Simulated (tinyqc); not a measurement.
Inside a calculation. Method: Luttinger-Kohn k.p, four valence bands. Computed by tinyqc, a small Python program that keeps every step. Settings: g1 = 19.01, g2 = 6.86, g3 = 8.93. Command: `OMP_NUM_THREADS=1 python tinyqc.py 21448 21449 out.jsonl` (the two numbers bound the seeds that draw the settings). One thread of a shared host (Intel(R) Xeon(R) Processor @ 2.60GHz), about 0.01 s of CPU time with the checks.

## Bloch Hamiltonian at k

Luttinger parameters chosen for this model; energies are counted downward from the top of the valence band:
```
parameter,value,unit
g1,19.010000,
g2,6.860000,
g3,8.930000,
```

k point k (1/angstrom): -0.0470  0.0440  -0.0320

P = c g1 k^2, Q = c g2 (kx^2 + ky^2 - 2 kz^2), R = c sqrt3 [-g2 (kx^2 - ky^2) + 2i g3 kx ky], S = 2 c sqrt3 g3 (kx - i ky) kz, c = hbar^2/2m = 3.809982 eV angstrom^2; rows [P+Q, -S, R, 0], [-S*, P-Q, 0, R], [R*, 0, P-Q, S], [0, R*, S*, P+Q]. The path ends lie at |k| = 0.04 1/angstrom.

H(k) at k (eV):
```
,3/2,1/2,-1/2,-3/2
3/2,0.4292,-0.1773-0.1659i,-0.0124-0.2437i,0.0000
1/2,-0.1773+0.1659i,0.3196,0.0000,-0.0124-0.2437i
-1/2,-0.0124+0.2437i,0.0000,0.3196,0.1773+0.1659i
-3/2,0.0000,-0.0124+0.2437i,0.1773-0.1659i,0.4292
```

## Levels at k

Diagonalise the Hermitian matrix.

eigenvalues (eV): 0.0258  0.0258  0.7230  0.7230

## Bands along a path

The same steps at evenly spaced points between the labelled ones.

Bands along the path (eV):
```
k,band 1,band 2,band 3,band 4
[111],0.0070,0.0070,0.2248,0.2248
[111]-G 0.33,0.0031,0.0031,0.0999,0.0999
[111]-G 0.67,0.0008,0.0008,0.0250,0.0250
G,0.0000,0.0000,0.0000,0.0000
G-[100] 0.33,0.0036,0.0036,0.0222,0.0222
G-[100] 0.67,0.0143,0.0143,0.0887,0.0887
[100],0.0322,0.0322,0.1995,0.1995
```

## Hole masses

E = c [g1 k^2 -/+ 2 sqrt(g2^2 k^4 + 3 (g3^2 - g2^2)(kx^2 ky^2 + ky^2 kz^2 + kz^2 kx^2))] with c = hbar^2/2m, and m* = hbar^2 k^2 / (2 E).

Masses (electron masses):
```
direction,heavy,light
[100],0.1890,0.0306
[110],0.4785,0.0278
[111],0.8696,0.0271
```
